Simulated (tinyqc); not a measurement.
The starting point: quasiparticle equation with a plasmon-pole self-energy for two band edges.

For each edge E = e + X + Sc(E), with the correlation part Sc(E) = A[0]/(E - a + w) + A[1]/(E - b - w); a and b are the valence and conduction energies that enter the Green function (a = ev, b = ec in the one-shot scheme). Z = 1/(1 - dSc/dE), dSc/dE = -A[0]/(E - a + w)^2 - A[1]/(E - b - w)^2.

Parameters, chosen for this exercise (scales of the order of those of AlN; shifted at random, so the results belong to these values and not to a real crystal): ev = 0 eV (mean-field valence top); ec = 4.33 eV (mean-field conduction edge); w = 20.3 eV (pole energy); Av = (72.1, 40.7) eV^2 (weights of the valence state on the hole and electron poles); Ac = (31.4, 75.5) eV^2 (the same for the conduction state); Xv = -3.23 eV (exchange minus the mean-field potential, valence); Xc = 3.3 eV (the same, conduction).

The mean-field gap is opened by d (ev lowered by d/2, ec raised by d/2) and X is changed by the opposite amounts, so that e + X stays; one-shot and G-updated gaps.

Gaps (eV):

| d | start | one-shot | update G |
|---|---|---|---|
| 0.0 | 4.330 | 6.0855 | 6.2996 |
| 0.2 | 4.530 | 6.1079 | 6.2996 |
| 0.4 | 4.730 | 6.1300 | 6.2996 |
| 0.6 | 4.930 | 6.1521 | 6.2996 |
| 0.9 | 5.230 | 6.1848 | 6.2996 |
| 1.2 | 5.530 | 6.2172 | 6.2996 |
| 1.6 | 5.930 | 6.2597 | 6.2996 |

How do the results move, and what explains it?

The one-shot gap moves by a fraction 0.11 of any change of the starting gap, while the updated gap, 6.2996 eV, does not depend on it. The two agree where the start already equals the result, near d = 1.97 eV. A real change of starting point alters the orbitals and the screening too; this model holds both fixed.

Program tinyqc; command `OMP_NUM_THREADS=1 python tinyqc.py 1880257 1880258 out.jsonl`; about 0.02 s on one thread of a shared Intel(R) Xeon(R) Processor @ 2.30GHz.
